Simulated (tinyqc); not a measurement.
Koster-Slater impurity in a tight-binding band, by Green functions and by supercells. Inputs raised by 5 %, one at a time. Computed by tinyqc, a small Python program. Command: `OMP_NUM_THREADS=1 python tinyqc.py 3014422 3014423 out.jsonl kosterslater sens`. One thread of a shared host (Intel(R) Xeon(R) Processor @ 2.30GHz), about 0.06 s of CPU time with the checks.

One orbital per site, e(k) = -2 t sum cos(k_i) over 2 direction(s), band from -4 t to 4 t, lattice constant 1. One site has the extra energy U. Spin is left out.

Inputs (values chosen for the exercise, for a model band):
```
quantity                   value      unit
hopping t                   0.65        eV
impurity potential U        1.53        eV
energy inside the band E   0.625        eV
broadening eta             0.065        eV
impurity concentration c  0.0003  per site
```

Lattice: square.

Constants: hbar = 6.582119569e-16 eV s.

Method:
- Outside the band G0(E) = (2/(pi E)) K(m), m = 16 t^2/E^2, K the complete elliptic integral with parameter m.
- A bound state solves 1/U = G0(E).
- Bisection in ln(distance from the edge) between 1e-5 t and |U| + t. Weight on the impurity site: -1/(U^2 dG0/dE), by a central difference with step min(1e-4 t, distance/30). Decay length along an axis: 1/arccosh(1 + distance/(2 t)).
- Inside the band G0(z), z = E + i eta, comes from the chain form 1/(sqrt(y - 2t) sqrt(y + 2t)) (principal roots) at y = z + 2 t cos k, averaged over k in (0, pi) with 200 Gauss-Legendre points.
- T = U/(1 - U G0); phase shift delta = -arg(1 - U G0) in (-pi, pi]; host density of states -Im G0/pi; on the impurity -Im[G0/(1 - U G0)]/pi; lifetime of a band state hbar/(-2 c Im T).

Runs; columns: (1) input moved; (2) from; (3) to; (4) distance from the band edge (eV); (5) weight on the impurity site; (6) decay length (sites); (7) scattering lifetime (fs):
```
(1)                                     (2)       (3)      (4)      (5)     (6)     (7)
base run                                  -         -  0.09249  0.30501  2.6666  890.77
hopping t (eV)                         0.65    0.6825  0.07537  0.26328  3.0229  888.48
impurity potential U (eV)              1.53    1.6065  0.11748  0.34821  2.3697  863.94
impurity concentration c (per site)  0.0003  0.000315  0.09249  0.30501  2.6666  848.35
energy inside the band E (eV)         0.625   0.65625  0.09249  0.30501  2.6666  878.78
broadening eta (eV)                   0.065   0.06825  0.09249  0.30501  2.6666  891.70
```

Exponents ln(y'/y) / ln(x'/x):
```
input                     distance from the band edge  weight on the impurity site  decay length  scattering lifetime
hopping t                                      -4.194                       -3.015         2.570               -0.053
impurity potential U                            4.902                        2.715        -2.419               -0.627
impurity concentration c                        0.000                        0.000         0.000               -1.000
energy inside the band E                        0.000                        0.000         0.000               -0.278
broadening eta                                  0.000                        0.000         0.000                0.021
```

To which inputs is each result most sensitive?

Among the inputs moved here: distance from the band edge answers most in size to impurity potential U (exponent +4.902), next to hopping t (-4.194); its exponent is below 0.0005 for impurity concentration c, energy inside the band E, broadening eta. Weight on the impurity site answers most in size to hopping t (exponent -3.015), next to impurity potential U (+2.715); its exponent is below 0.0005 for impurity concentration c, energy inside the band E, broadening eta. Decay length answers most in size to hopping t (exponent +2.570), next to impurity potential U (-2.419); its exponent is below 0.0005 for impurity concentration c, energy inside the band E, broadening eta. Scattering lifetime answers most in size to impurity concentration c (exponent -1.000), next to impurity potential U (-0.627). Its exponent -1.000 in impurity concentration c: independent scatterers.
